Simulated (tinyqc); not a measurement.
Worked calculation: solubility, supersaturation, precipitation and gettering of an impurity in a silicon-like host. Computed by tinyqc, a small Python program that keeps every step. Command: `OMP_NUM_THREADS=1 python tinyqc.py 3005433 3005434 out.jsonl ripen walk`. One thread of a shared host (Intel(R) Xeon(R) Processor @ 2.30GHz), about 0.01 s of CPU time with the checks. Intermediate numbers are printed to about 5 digits and carried at full precision; extremes and crossings named in words are read from the listed rows.

The wafer was saturated at T1 and is then held at T.

Inputs (values chosen for the exercise, modelled on copper in silicon):

| quantity | value | unit |
|---|---|---|
| site density N0 | 5e+22 | 1/cm^3 |
| enthalpy of solution H | 1.49 | eV |
| entropy of solution S | 2.6 | k_B |
| diffusion prefactor D0 | 0.0051 | cm^2/s |
| migration energy Q | 0.419 | eV |
| temperature of saturation T1 | 1350 | K |
| anneal temperature T | 913 | K |
| sink density n | 5.5e+08 | 1/cm^3 |
| initial sink radius r0 | 3.6 | nm |
| impurity density in the precipitate C_p | 7e+22 | 1/cm^3 |
| interface energy gamma | 0.52 | J/m^2 |
| anneal time t | 1.1 | s |
| wafer thickness w | 400 | micrometre |
| segregation energy E_g | 0.89 | eV |
| segregation prefactor k_0 | 0.0048 | - |
| getter layer thickness t_g | 0.83 | micrometre |

Gettering: segregation gettering in a layer.

Constants: k_B = 8.617333262e-05 eV/K; k_B = 1.380649e-23 J/K.

## Solubility, diffusivity, supersaturation

C_eq(T) = N0 exp(S/k_B - H/(k_B T)); D(T) = D0 exp(-Q/(k_B T)); C0 = C_eq(T1). Supersaturation s = C0/C_eq(T); critical radius r* = 2 gamma/(C_p k_B T ln s); barrier W* = (4 pi/3) gamma r*^2. Strain energy is left out.

C0 = 1.8438e+18 1/cm^3

C_eq(T) = 4.0115e+15 1/cm^3

D(T) = 2.4813e-05 cm^2/s

supersaturation s = 459.63

critical radius r* = 0.19226 nm

W*/(k_B T) = 6.3873

Sinks of radius r0 are above r* and grow. The barrier is low enough for new nuclei to form. Caution: the barrier to homogeneous nucleation is below 35 k_B T for these inputs, so new precipitates would form and outnumber the fixed sinks assumed here. Caution: a critical radius of atomic size is outside the capillary model.

## Ham's law for sinks of fixed radius

tau0 = 1/(4 pi n r0 D); C_fixed(t) = C_eq + (C0 - C_eq) exp(-t/tau0). If all excess precipitates, the final radius is r_f = [r0^3 + 3 (C0 - C_eq)/(4 pi n C_p)]^(1/3), with tau_f = 1/(4 pi n r_f D).

tau0 = 16.197 s

C_fixed(t) = 1.7230e+18 1/cm^3

final radius r_f = 225.12 nm

tau_f = 0.25902 s

The sinks grow 62.5 times, so the fixed radius underrates the later rate.

## Growing precipitates

Growing sinks: with y = r/r_f and y0 = r0/r_f, dy/dt = (1 - y^3)/(3 tau_f y), which integrates to t/tau_f = F(y) - F(y0), F(y) = (1/2) ln[(1 + y + y^2)/(1 - y)^2] - sqrt(3) arctan[(2y + 1)/sqrt(3)]; the share of the excess left is (1 - y^3)/(1 - y0^3), and C(t) = C_eq + (C0 - C_eq) x share.

radius at t = 222.86 nm

share of the excess left = 0.029715

C(t) with growing sinks = 5.8682e+16 1/cm^3

97.0 % of the excess has precipitated.

## Segregation into a layer on one face

k = k_0 exp(E_g/(k_B T)); in equilibrium the bulk keeps C/C0 = 1/(1 + k t_g/w). For a strong sink on one face the slowest diffusion mode has tau_w = 4 w^2/(pi^2 D), and C/C0 is estimated as c_eq + (1 - c_eq)(8/pi^2) sum over odd m up to 99 of exp(-m^2 t/tau_w)/m^2. Precipitation is left out here.

segregation coefficient k = 392.70

equilibrium C/C0 = 0.55101

tau_w = 26.134 s

mean C/C0 at t = 0.93383

Diffusion and capacity both matter.

## The best anneal temperature for the time t

C_eq(T) = N0 exp(S/k_B - H/(k_B T)); D(T) = D0 exp(-Q/(k_B T)); C0 = C_eq(T1). r_f = [r0^3 + 3 (C0 - C_eq)/(4 pi n C_p)]^(1/3), tau_f = 1/(4 pi n r_f D).

Dissolved share after t:

| T (K) | C_eq/C0 | tau_f (s) | C(t)/C0 |
|---|---|---|---|
| 608 | 1.6280e-07 | 3.7434 | 0.91748 |
| 702 | 7.3360e-06 | 1.2829 | 0.66028 |
| 810 | 1.9576e-04 | 0.5095 | 0.22350 |
| 918 | 2.4121e-03 | 0.2516 | 0.02861 |
| 1026 | 1.7516e-02 | 0.1448 | 0.01855 |
| 1134 | 8.7195e-02 | 0.0945 | 0.08721 |
| 1228 | 2.8014e-01 | 0.0737 | 0.28014 |
| 1296 | 5.8645e-01 | 0.0720 | 0.58645 |

The lowest dissolved share among these rows is 0.019 at 1026 K. Above it solubility sets the floor; below it diffusion is too slow for this time. Solubility falls with H = 1.49 eV and diffusion with Q = 0.419 eV.

Checks made by the program: radius against numerical integration (relative difference below 1e-10).
